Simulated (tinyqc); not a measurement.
Pariser-Parr-Pople SCF with singles CI, for the molecule c1nnc2nc[nH]c2n1 (SMILES; centres numbered as the heavy atoms are written), step by step. One step of it, computed by the program tinyqc.

Problem. Singles CI, singlets. Over the 9 single excitations with the smallest orbital gaps: A = (e_a - e_i) delta + 2 (ia|jb) - (ij|ab), with (pq|rs) = sum c_mp c_mq gamma_mn c_nr c_ns. f = 2/3 w |mu|^2 in atomic units, mu = sqrt2 sum c_ia sum_m c_mi c_ma R_m.

orbital energies (eV): [-16.836449, -14.809617, -13.718565, -11.467577, -10.910041, -1.604744, 0.198262, 1.199857, 3.362338]

coefficients:
```
         MO1        MO2        MO3        MO4        MO5        MO6        MO7        MO8
1C  0.206404   0.356648   0.176448   0.041896   0.420450  -0.208639  -0.466988   0.478089
2N  0.238747   0.513920  -0.221427   0.411161   0.218836  -0.366803   0.385423  -0.181970
3N  0.284460   0.366325  -0.405662   0.172458  -0.330708   0.561879  -0.115559  -0.118876
4C  0.353337   0.045957  -0.274588  -0.332918  -0.379168  -0.132437  -0.260628   0.384868
5N  0.322038  -0.257297  -0.444127  -0.427494   0.335564  -0.262060  -0.115064  -0.446552
6C  0.319233  -0.405304  -0.181346   0.141130   0.410375   0.388638   0.387588   0.455160
7N  0.422211  -0.416536   0.238316   0.579448  -0.121809  -0.081023  -0.401352  -0.246729
8C  0.441832  -0.037615   0.339681  -0.158615  -0.409515  -0.294806   0.476998   0.114006
9N  0.339907   0.258828   0.526842  -0.353592   0.242169   0.418912   0.003994  -0.309210

          MO9
1C  -0.361047
2N   0.310973
3N  -0.371517
4C   0.556282
5N  -0.236989
6C   0.064590
7N   0.110997
8C  -0.409499
9N   0.291756
```

repulsion gamma_rs (eV):
```
           1C         2N         3N         4C         5N         6C         7N         8C
1C  11.130000   7.729197   5.296203   4.668310   3.304742   2.994014   3.673456   5.239019
2N   7.729197  12.300000   7.888690   5.296469   3.637262   3.004619   3.351985   4.708818
3N   5.296203   7.888690  12.300000   7.730373   5.118705   3.742909   3.866814   5.297072
4C   4.668310   5.296469   7.730373  11.130000   7.727290   5.520570   5.784282   7.553862
5N   3.304742   3.637262   5.118705   7.727290  12.300000   7.729895   5.823474   5.586062
6C   2.994014   3.004619   3.742909   5.520570   7.729895  11.130000   8.282514   5.520570
7N   3.673456   3.351985   3.866814   5.784282   5.823474   8.282514  16.800000   8.279310
8C   5.239019   4.708818   5.297072   7.553862   5.586062   5.520570   8.279310  11.130000
9N   7.727673   5.347188   4.744704   5.297072   3.813413   3.742909   5.250080   7.730373

           9N
1C   7.727673
2N   5.347188
3N   4.744704
4C   5.297072
5N   3.813413
6C   3.742909
7N   5.250080
8C   7.730373
9N  12.300000
```

Centres (angstrom, eV; a flat drawing with bonds scaled to 1.40 angstrom):
```
centre          x          y  core charge z          W   gamma_rr
1C       2.152000  -0.700000              1  11.160000  11.130000
2N       2.152000   0.700000              1  14.100000  12.300000
3N       0.939000   1.400000              1  14.100000  12.300000
4C      -0.273000   0.700000              1  11.160000  11.130000
5N      -1.605000   1.133000              1  14.100000  12.300000
6C      -2.427000   0.000000              1  11.160000  11.130000
7N      -1.605000  -1.133000              2  25.600000  16.800000
8C      -0.273000  -0.700000              1  11.160000  11.130000
9N       0.939000  -1.400000              1  14.100000  12.300000
```

Give: singlet CI matrix; singlet excitation energies; oscillator strengths.

Solution.

singlet CI matrix (eV):
```
        5>6     4>6     5>7     4>7     5>8     3>6     4>8     2>6
5>6   5.049  -0.017   0.046  -0.948   0.107   0.103   0.302  -0.103
4>6  -0.017   5.223   0.789   0.035  -0.370  -0.227   0.064   0.025
5>7   0.046   0.789   6.239  -0.002  -0.069  -0.185   0.099   0.194
4>7  -0.948   0.035  -0.002   7.060  -0.048  -0.269  -0.059   0.123
5>8   0.107  -0.370  -0.069  -0.048   7.239   0.426  -0.068  -0.007
3>6   0.103  -0.227  -0.185  -0.269   0.426   7.060  -0.098   0.116
4>8   0.302   0.064   0.099  -0.059  -0.068  -0.098   7.619   0.196
2>6  -0.103   0.025   0.194   0.123  -0.007   0.116   0.196   8.269
3>7   0.446   0.094  -0.024   0.088  -0.098   0.114  -0.626   0.304

        3>7
5>6   0.446
4>6   0.094
5>7  -0.024
4>7   0.088
5>8  -0.098
3>6   0.114
4>8  -0.626
2>6   0.304
3>7   8.682
```

singlet excitation energies (eV): [4.575, 4.756, 6.480, 6.704, 7.079, 7.575, 7.862, 8.347, 9.061]

oscillator strengths: [0.301, 0.077, 0.443, 0.275, 0.161, 0.971, 0.901, 0.122, 0.036]
